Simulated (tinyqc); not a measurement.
Resistance of a tapered via with liner, size effect and interface: one step of the calculation.

A round via whose diameter grows from db at the bottom as D(z) = db + 2 z/tan(ang). The fill, of diameter D - 2 tl, starts above the bottom liner (thickness fb tl) and has rho = rho0 (1 + ks lam/(D - 2 tl)); the sidewall liner conducts in parallel with it. The bottom liner and the interface are crossed over the full area pi db^2/4. Spreading in the lines above and below is left out.

Task. Total resistance. R_fill = sum of the slices; R_bottom = rl fb tl/(pi db^2/4); R_interface = ri/(pi db^2/4); ballistic (Sharvin) limit 1/(Sb pi (db - 2 tl)^2/4); ideal cylinder rho0 hv/(pi db^2/4).

Inputs (values chosen for the exercise); fill metal close to tungsten: diameter at the bottom db = 12 nm; height hv = 45 nm; bulk resistivity of the fill rho0 = 5.38 uohm cm; liner on the sidewall tl = 2.4 nm; liner at the bottom over that on the sidewall fb = 0.5; resistivity of the liner rl = 270 uohm cm; interface resistivity at the bottom ri = 4.5e-12 ohm cm^2; ballistic conductance per area, about 3/(4 rho0 lam) Sb = 9.1e14 S/m^2.

slice resistance, slice 0 to 7 (ohm): 13.406349  10.120293  7.8683614  6.2679648  5.0954517  4.2140013  3.5365888  3.0059713

Give: parts; R; shares; ballistic limit; ideal cylinder.

Result.

parts (ohm): fill 53.51, bottom liner 28.65, interface 3.979
R = 86.14 ohm
shares (%): fill 62.12, bottom liner 33.26, interface 4.62
ballistic limit = 26.99 ohm
ideal cylinder = 21.41 ohm

The fill is the largest part, and R is 4.02 times the ideal cylinder. With 2000 slices R = 86.329 ohm.

Numbers from tinyqc (`OMP_NUM_THREADS=1 python tinyqc.py 2750040 2750041 out.jsonl`; about 0.01 s on one thread of a shared Intel Xeon 2.30GHz).
